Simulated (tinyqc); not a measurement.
Geometry optimisation on the RHF/3-21g surface (energies and gradients from PySCF), for H3+, spin multiplicity 1, step by step. Computed by tinyqc, a small Python program that keeps every step (integrals from PySCF). Settings: charge = 1, multiplicity = 1, basis = 3-21g, optimiser = bfgs, first Hessian = 1.0, largest step = 0.1, iteration cap = 30. Command: `OMP_NUM_THREADS=1 python tinyqc.py 30583 30584 out.jsonl` (the two numbers bound the seeds that draw the settings). One thread of a shared host (Intel(R) Xeon(R) Processor @ 2.60GHz), about 0.4 s of CPU time with the checks.

## Step 1: energy and gradient

positions at the start (bohr):
```
          x        y        z
1H   0.1172  -0.0170  -0.0265
2H  -0.0246  -0.0472   1.4853
3H   0.0208   1.6252   0.1172
```

Self-consistent energy and analytic gradient at these positions.

energy = -1.250303 hartree

gradient (hartree/bohr):
```
            x          y          z
1H  -0.002507  -0.001974   0.027512
2H   0.001605  -0.035788   0.002093
3H   0.000902   0.037762  -0.029605
```

## Step 1: move

Quasi-Newton step p = -H^(-1) g (first H = 1 times the unit matrix); steps longer than 0.1 bohr are cut back.

positions after step 1 (bohr):
```
          x        y        z
1H   0.1197  -0.0150  -0.0540
2H  -0.0262  -0.0115   1.4832
3H   0.0199   1.5874   0.1468
```

## Step 2: energy and gradient

As before.

energy = -1.254472 hartree

gradient (hartree/bohr):
```
            x          y          z
1H  -0.002143   0.003670   0.020667
2H   0.000893  -0.035633   0.009533
3H   0.001251   0.031963  -0.030200
```

## Step 2: move

inverse Hessian in use (bohr^2/hartree):
```
         1        2        3        4        5        6        7        8
1   1.0183  -0.0199  -0.1821  -0.0086   0.2928  -0.0647  -0.0096  -0.2729
2  -0.0199   0.9574   0.2322   0.0151  -0.2580  -0.0224   0.0047   0.3006
3  -0.1821   0.2322   2.7982   0.0830  -2.9524   0.6948   0.0991   2.7202
4  -0.0086   0.0151   0.0830   1.0036  -0.1437   0.0389   0.0051   0.1286
5   0.2928  -0.2580  -2.9524  -0.1437   5.6382  -0.9504  -0.1491  -4.3802
6  -0.0647  -0.0224   0.6948   0.0389  -0.9504   1.0953   0.0258   0.9728
7  -0.0096   0.0047   0.0991   0.0051  -0.1491   0.0258   1.0046   0.1443
8  -0.2729   0.3006   2.7202   0.1286  -4.3802   0.9728   0.1443   5.0796
9   0.2468  -0.2098  -2.4930  -0.1218   3.9028  -0.7901  -0.1250  -3.6930

         9
1   0.2468
2  -0.2098
3  -2.4930
4  -0.1218
5   3.9028
6  -0.7901
7  -0.1250
8  -3.6930
9   4.2831
```

Quasi-Newton step p = -H^(-1) g (the inverse Hessian comes from BFGS updates; coordinates in the order x, y, z of each atom); steps longer than 0.1 bohr are cut back (factor 0.108 here).

positions after step 2 (bohr):
```
          x        y        z
1H   0.1233  -0.0186  -0.0900
2H  -0.0279   0.0459   1.4709
3H   0.0180   1.5336   0.1951
```

## Step 3: energy and gradient

As before.

energy = -1.260223 hartree

gradient (hartree/bohr):
```
            x          y          z
1H  -0.001831   0.009889   0.014058
2H   0.000190  -0.033072   0.015589
3H   0.001641   0.023183  -0.029647
```

## Step 3: move

inverse Hessian in use (bohr^2/hartree):
```
         1        2        3        4        5        6        7        8
1   1.0174  -0.0425  -0.1613  -0.0063   0.2847  -0.0853  -0.0112  -0.2422
2  -0.0425   1.0036   0.4466   0.0240  -0.6245   0.0785   0.0185   0.6209
3  -0.1613   0.4466   2.4647   0.0534  -2.6722   0.8579   0.1079   2.2256
4  -0.0063   0.0240   0.0534   1.0015  -0.1086   0.0420   0.0048   0.0846
5   0.2847  -0.6245  -2.6722  -0.1086   5.5915  -1.2958  -0.1761  -3.9670
6  -0.0853   0.0785   0.8579   0.0420  -1.2958   1.2455   0.0432   1.2173
7  -0.0112   0.0185   0.1079   0.0048  -0.1761   0.0432   1.0064   0.1576
8  -0.2422   0.6209   2.2256   0.0846  -3.9670   1.2173   0.1576   4.3461
9   0.2466  -0.5251  -2.3227  -0.0954   3.9680  -1.1034  -0.1511  -3.4429

         9
1   0.2466
2  -0.5251
3  -2.3227
4  -0.0954
5   3.9680
6  -1.1034
7  -0.1511
8  -3.4429
9   4.4261
```

Quasi-Newton step p = -H^(-1) g (the inverse Hessian comes from BFGS updates; coordinates in the order x, y, z of each atom); steps longer than 0.1 bohr are cut back (factor 0.127 here).

positions after step 3 (bohr):
```
          x        y        z
1H   0.1269  -0.0273  -0.1234
2H  -0.0292   0.1045   1.4536
3H   0.0157   1.4838   0.2458
```

## Convergence

Stop when the largest gradient component is below 3e-5 hartree/bohr. The inverse Hessian follows the BFGS update with s = step, y = change of gradient.

Course of the optimisation:

| step | E (hartree) | largest gradient (hartree/bohr) |
|---|---|---|
| 1 | -1.250303 | 3.78e-02 |
| 2 | -1.254472 | 3.56e-02 |
| 3 | -1.260223 | 3.31e-02 |
| 4 | -1.265129 | 2.66e-02 |
| 5 | -1.268622 | 1.71e-02 |
| 6 | -1.269773 | 1.14e-02 |
| 7 | -1.269926 | 5.35e-03 |
| 8 | -1.270023 | 4.14e-03 |
| 9 | -1.270059 | 1.67e-03 |
| 10 | -1.270064 | 5.20e-04 |
| 11 | -1.270065 | 1.49e-04 |
| 12 | -1.270065 | 2.03e-05 |

Final distances (angstrom):

| pair | distance |
|---|---|
| 2H-1H | 0.8467 |
| 3H-1H | 0.8467 |
| 3H-2H | 0.8466 |

Converged in 12 steps.
